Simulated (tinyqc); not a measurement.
# Changing the doping ratio N_0/N(W)

Model: minority-electron transport through the base of a bipolar transistor (Moll-Ross and Kroemer integrals). Computed by tinyqc, a small Python program. Command: `OMP_NUM_THREADS=1 python tinyqc.py 3005842 3005843 out.jsonl base sweep`. One thread of a shared host (Intel(R) Xeon(R) Processor @ 2.30GHz), about 0.01 s of CPU time with the checks.

Low injection, one dimension, x from the emitter edge (0) to the collector edge (W), s = x/W. Recombination is treated as a small correction (valid for tau_B well below tau_n), computed from the stored charge.

Inputs (values chosen for the exercise, modelled on GaAs): intrinsic density n_i at the emitter edge = 1.9e+06 1/cm^3; base doping at the emitter edge N_0 = 2.2e+19 1/cm^3; base width W = 110 nm; mu_min = 1300 cm^2/(V s); mu_max = 7180 cm^2/(V s); N_ref = 9.8e+16 1/cm^3; saturation velocity v_s = 0.73 1e7 cm/s; electron lifetime tau_n = 240 ns; emitter Gummel number G_E = 2e+13 s/cm^4; base-emitter voltage V_BE = 0.93 V; temperature T = 300 K; gap narrowing across the base dE_g = 100 meV.

Base doping profile: exponential. Gap grading: linear. Exit of the base: infinite sink.

Constants: k_B = 8.617333262e-05 eV/K; e = 1.602176634e-19 C.

Method:
- N(x) = N_0 (ratio)^(-s); n_i(x)^2 = n_i^2 exp(s dE_g/k_B T); D(x) = (k_B T/e) mu, mu = mu_min + (mu_max - mu_min)/(1 + (N/N_ref)^0.7).
- Field that drives electrons towards the collector, averaged over the base: (k_B T/e) ln[N_0 n_i(W)^2/(N(W) n_i^2)]/W.
- With y(x) = N n_i^2/(D n_i(x)^2): base Gummel number G_B = int_0^W y dx; J_C = e n_i^2 exp(e V_BE/k_B T)/G_B; n(x) = (J_C/e)(n_i(x)^2/(N n_i^2)) [int_x^W y dx]; transit time tau_B = (e/J_C) int n dx; trapezoid rule on 401 even points.
- Emitter-limited gain beta_E = G_E/G_B; recombination-limited gain beta_R = tau_n/tau_B; 1/beta = 1/beta_E + 1/beta_R; f_T from the base alone = 1/(2 pi tau_B).

One run for each value; columns: (1) doping ratio N_0/N(W); (2) base transit time tau_B (ps); (3) base Gummel number G_B (s/cm^4); (4) mean built-in field (kV/cm); (5) current gain beta:
```
(1)     (2)        (3)    (4)    (5)
1.5  0.5798  1.502e+12  10.04  13.32
3.4  0.4890  1.257e+12  11.97  15.91
7.9  0.4106  1.072e+12  13.95  18.66
18   0.3455  9.355e+11  15.88  21.38
41   0.2903  8.291e+11  17.82  24.12
95   0.2434  7.426e+11  19.79  26.93
220  0.2053  6.722e+11  21.77  29.75
500  0.1753  6.152e+11  23.70  32.51
```

Over the rows, base transit time tau_B (ps) falls from 0.580 to 0.175 (exponent d ln y / d ln x -0.21 between the first rows and -0.19 between the last); base Gummel number G_B (s/cm^4) falls from 1.50e12 to 6.15e11 (exponent d ln y / d ln x -0.22 between the first rows and -0.11 between the last); mean built-in field (kV/cm) rises from 10.0 to 23.7 (exponent d ln y / d ln x 0.21 between the first rows and 0.10 between the last). A steeper profile adds a drift field and raises the mobility near the collector, at fixed N_0.

Caution (all rows): the mean velocity exceeds v_s, so drift-diffusion with a low-field mobility overstates the speed.
